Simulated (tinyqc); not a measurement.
Capillary instabilities by surface diffusion: grooving and agglomeration of films, edge retraction, wire break-up and smoothing of roughness: one step, computed by the program tinyqc.

Isotropic surface energy; shapes change by surface diffusion alone.

Question. Will grooves cut through? Groove angle beta: sin(beta) = gamma_b/(2 gamma). For circular grains of radius R with spherical caps the groove ends (measured from the mean surface) at the depth R g(beta), g = (2 - 3 cos beta + cos^3 beta)/(3 sin^3 beta). The film parts if R g(beta_s) > h.

Inputs (values chosen for the exercise, for a model film): surface energy gamma_s = 2.65 J/m^2; grain-boundary energy gamma_b = 0.91 J/m^2; film thickness h = 6.2 nm; grain radius R = 17 nm.

Grooves: at the surface only.

Give: beta_s; sum of g; critical R/h; final depth over h.

Answer.

beta_s = 9.887 degrees

sum of g = 0.04335

critical R/h = 23.07

final depth over h = 0.1189

The grooves stop short by this estimate; triple junctions groove deeper and may still open.
